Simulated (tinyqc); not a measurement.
# Bulk resistivity and mean free path from two films

Inverse problem. In the thick-film limit single-crystal films obey rho = rho0 (1 + 3 (1 - ps) lam/(8 d)). Find rho0, lam and the product rho0 lam.

Values chosen for this exercise: specular share of surface scattering ps = 0.3.

rho at d = 99 and 230 nm (uohm cm): [1.8922705, 1.7884555]

Solution. rho is a straight line in 1/d: the intercept is rho0 and the slope (3/8)(1 - ps) rho0 lam. Without ps only the product (1 - ps) lam could be found.

rho0 = 1.710 uohm cm
lam = 40.20 nm
rho0 lam = 68.74 uohm cm nm

tinyqc, about 0.01 s, one thread, Intel Xeon 2.30GHz (shared host): `OMP_NUM_THREADS=1 python tinyqc.py 2100063 2100064 out.jsonl`
